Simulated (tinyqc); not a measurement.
Monte Carlo simulation of one carrier in a uniform electric field: one step, computed by the program tinyqc. Command: `OMP_NUM_THREADS=1 python tinyqc.py 3031654 3031655 out.jsonl mcfl walk`. One thread of a shared host (Intel(R) Xeon(R) Processor @ 2.30GHz), about 4 s of CPU time with the checks.

The force e F acts along +z. Flights end at the constant total rate Gamma; the part of Gamma that the real rates do not fill is self-scattering, which leaves k unchanged. One valley, no impurities and no intervalley scattering.

Problem. Flight 2. Kane band: hbar^2 k^2/(2 m) = E (1 + alpha E), speed v = hbar k/(m (1 + 2 alpha E)), states per spin, volume and energy g(E) = m k (1 + 2 alpha E)/(2 pi^2 hbar^2); overlap factors are set to 1. Masses are multiplied by m_0 and all formulas are in SI units. Flight: t = -ln(r1)/Gamma; k_z grows by e F t/hbar; E follows from the band; dz = (E_end - E_start)/(e F). Use row 2 of the random numbers.

Inputs (values chosen for the exercise, for a model polar semiconductor):
```
quantity,value,unit
effective mass m,0.034,m_0
non-parabolicity alpha,1.4,1/eV
lattice temperature T,500,K
electric field F,0.17,kV/cm
```

Crystal: polar. Band: Kane.

k after event 1, the start of the next flight (1/nm): [-0.1965295, 0.0047895, -0.2416593]

Random numbers (0.02 to 0.98, from up to 60 sets tried for early real events), one row a flight:
```
,r1,r2,r3,r4
1,0.1070,0.2236,0.6944,0.9057
2,0.4766,0.7379,0.6698,0.3726
3,0.8167,0.8056,0.5447,0.5102
4,0.5114,0.5349,0.7455,0.6212
5,0.6170,0.1387,0.8725,0.3207
6,0.6060,0.2540,0.3350,0.7978
7,0.4261,0.1789,0.4030,0.6353
```

Gamma = 13.27400 1e12/s

Constants: e = 1.602176634e-19 C; hbar = 1.054571817e-34 J s; m_0 = 9.1093837015e-31 kg.

Give: flight time t; k at the end of the flight; energy at the end; displacement dz.

Solution.

flight time t = 55.83 fs

k at the end of the flight (1/nm): [-0.1965, 0.0048, -0.2402]

energy at the end = 95.26 meV

displacement dz = -36.13 nm
